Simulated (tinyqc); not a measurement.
Inside a calculation: phonon-assisted absorption at an indirect gap. Values are carried at full precision from step to step, so a last printed digit may differ when a step is redone from the rounded ones.

alpha(E) = sum_j A_j [N_j (E - Eg + w_j)^2 + (N_j + 1)(E - Eg - w_j)^2], each bracket counted only where its base is positive; N_j = 1/(exp(w_j/kB T) - 1). The first term absorbs a phonon and the second emits one; excitons and direct transitions are left out.

Constants: kB = 8.617333262e-05 eV/K.

Parameters, chosen for this exercise (loosely those of Si at room temperature; Eg is not tied to T; shifted at random, so the results belong to these values and not to a real crystal):
- Eg = 1.141 eV (indirect gap, held fixed unless listed)
- w = (56.9, 17.2) meV (two zone-edge phonons)
- A = (2700, 800) 1/(cm eV^2) (their strengths)
- T = 77 K
- E = 1.545 eV (photon energy)
- nr = 3.56 (refractive index)
- d = 3.3 micrometre (thickness)
- xj = 0.37 micrometre (dead layer at the surface)
- W = 15 micrometre (depleted width)
- L = 6.8 micrometre (minority diffusion length below it)

## The four branches at one energy

Evaluate the occupations and each term.

N_j: 0.0001887  0.08091

terms with phonon absorption (1/cm): 0.1083  11.48

terms with phonon emission (1/cm): 325.4  129.4

alpha = 466.3 1/cm
wavelength hc/E (hc = 1239.841984 eV nm) = 802.5 nm

Phonon absorption supplies 2.5 % of alpha; the depth 1/alpha is 21.4 micrometre.

## What a slab does with it

Slab of thickness d in air, incoherent passes: R = ((nr - 1)/(nr + 1))^2, x = exp(-alpha d); transmitted Tr = (1 - R)^2 x/(1 - R^2 x^2), reflected Rt = R + (1 - R)^2 R x^2/(1 - R^2 x^2), absorbed Ab = (1 - R)(1 - x)/(1 - R x).

d in cm is 1e-4 times the value in micrometres.

R = 0.3152
x = 0.8574
Tr = 0.4338
Rt = 0.4324
Ab = 0.1338

A single pass would absorb (1 - R)(1 - x) = 0.0977; the back face adds 0.0362.

## Quantum efficiency of a diode

Photodiode (Gaertner form with a dead layer): QE = (1 - R) exp(-alpha xj) [1 - exp(-alpha W)/(1 + alpha L)], R = ((nr - 1)/(nr + 1))^2; responsivity = QE/E in A/W for E in eV.

Evaluate the factors; 1 micrometre = 1e-4 cm.

passes the dead layer = 0.9829
collected share = 0.6228
QE = 0.4192
responsivity = 0.2713 A/W

Without diffusion from below the collected share would be 0.5032.

## Checks

- Tr + Rt + Ab against 1: both 1.000000.

Run: tinyqc, `OMP_NUM_THREADS=1 python tinyqc.py 1650678 1650679 out.jsonl`; Intel(R) Xeon(R) Processor @ 2.30GHz, one thread, shared host; about 0.01 s of CPU time with all checks.
